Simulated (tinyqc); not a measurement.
Inside a calculation. Model: delta-doped HEMT, charge control.

Program tinyqc, `OMP_NUM_THREADS=1 python tinyqc.py 2180109 2180110 out.jsonl`; Intel Xeon 2.30GHz, shared host, one thread, about 0.01 s. Printed values are rounded.

A two-dimensional electron gas of density ns under a barrier. EF and the subbands are counted from the conduction-band edge of the channel at the interface. Two subbands of a triangular well with an infinite wall, parabolic band, no carriers in the barrier.

Values chosen for this exercise; material values close to those of AlGaAs on GaAs:
```
symbol,value,unit,meaning
T,500,K,temperature
d,17,nm,barrier thickness from gate to channel
ds,4.7,nm,undoped spacer next to the channel
me,0.0669,m0,electron mass in the channel
ec,12.9,,relative permittivity of the channel
ebr,11.6,,relative permittivity of the barrier
phiB,0.993,eV,barrier height of the gate
dEc,0.226,eV,conduction-band offset
ND,2.3e12,cm^-2,sheet density of the donor plane at ds from the channel
eta,0.5,,share of ns that counts in the confining field
Nb,0,cm^-2,depletion charge of the buffer
Vg,0.76,V,gate voltage
```

Constants: q = 1.602176634e-19 C, kB = 1.380649e-23 J/K, hbar = 1.054571817e-34 J s, m0 = 9.1093837015e-31 kg, Vt = kB T/q, eps0 = 8.8541878128e-14 F/cm where lengths are in cm, hbar^2/(2 m0) = 0.0380998212 eV nm^2. Results are converted to the units shown.

Range of the model: The band minimum in the barrier comes within 3 Vt of EF or below it, so the barrier is not fully depleted.

## Barrier and off voltage

Fully depleted barrier with eb = ebr: Vp = q ND (d - ds)/(eps0 eb); donors per area ND; Voff = phiB - dEc - Vp.

Vp = 0.4413027 V
donors per area = 2.3e12 cm^-2
eb = 11.6
Voff = 0.3256973 V

## Starting value

ns = 9.8e11 cm^-2, about 0.6 of eps0 eb (Vg - Voff)/(q d).

ns at the start = 9.8e11 cm^-2

## Iteration 1: new ns

F = q (eta ns + Nb)/(eps0 ec) in eV/nm; E_k = a_k (C F^2/me)^(1/3), a_0 = 2.338107, a_1 = 4.087949, C = hbar^2/(2 m0); D = me m0 q/(pi hbar^2); ns = D Vt [ln(1 + exp((EF - E_0)/Vt)) + ln(1 + exp((EF - E_1)/Vt))], which gives EF = E_0 + Vt ln{2 s/[(1 + u) + sqrt((1 + u)^2 + 4 u s)]} with s = exp(ns/(D Vt)) - 1, u = exp((E_0 - E_1)/Vt). Substitution: ns(new) = eps0 eb (Vg - Voff - EF)/(q d) - Nb.

E_0 = 0.07006085 eV
E_1 = 0.1224945 eV
EF = 0.06135331 eV
ns after iteration 1 = 1.406363e12 cm^-2

## Iteration 2: new ns

As before.

E_0 = 0.08913664 eV
E_1 = 0.1558466 eV
EF = 0.1053104 eV
ns after iteration 2 = 1.240604e12 cm^-2

## Iteration 3: new ns

As before.

E_0 = 0.08198735 eV
E_1 = 0.1433468 eV
EF = 0.08917293 eV
ns after iteration 3 = 1.301457e12 cm^-2

## Course of the iteration

Stop when the step is below 1e-10 of the value, or after 30 iterations.

Course of the iteration:
```
iteration  ns before the step (cm^-2)  step (cm^-2)
1                              9.8e11       4.26e11
2                         1.406363e12      -1.66e11
3                         1.240604e12       6.09e10
4                         1.301457e12      -2.28e10
5                         1.278670e12        8.47e9
6                         1.287139e12       -3.16e9
7                         1.283983e12        1.17e9
8                         1.285158e12       -4.38e8
9                         1.284720e12        1.63e8
...                               ...           ...
16                        1.284839e12       -1.62e5
17                        1.284839e12        6.02e4
18                        1.284839e12       -2.24e4
19                        1.284839e12          8350
20                        1.284839e12         -3110
21                        1.284839e12          1160
22                        1.284839e12          -431
23                        1.284839e12           161
24                        1.284839e12         -59.8
```

Converged in 24 iterations. At the solution the slope of the map is -(eps0 eb/(q d)) dEF/dns = -0.37: the steps alternate in sign and shrink by about that factor.

## Fermi level, second subband and capacitance

converged ns = 1.284839e12 cm^-2

F = q (eta ns + Nb)/(eps0 ec) in eV/nm; E_k = a_k (C F^2/me)^(1/3), a_0 = 2.338107, a_1 = 4.087949, C = hbar^2/(2 m0); D = me m0 q/(pi hbar^2); ns = D Vt [ln(1 + exp((EF - E_0)/Vt)) + ln(1 + exp((EF - E_1)/Vt))], which gives EF = E_0 + Vt ln{2 s/[(1 + u) + sqrt((1 + u)^2 + 4 u s)]} with s = exp(ns/(D Vt)) - 1, u = exp((E_0 - E_1)/Vt). Gate capacitance C = q dns/dVg = eps0 eb/(d + dd), dd = (eps0 eb/q) dEF/dns. dEF/dns by central differences over +/- 0.01 % of ns.

EF = 0.09357991 eV
share of the second subband = 23.95317 %
dd = 6.330521 nm
C = 0.4402327 uF/cm^2

The rise of EF with ns acts as 6.33 nm of extra barrier, 37.2 % of d. EF is 0.41 of the band offset dEc.
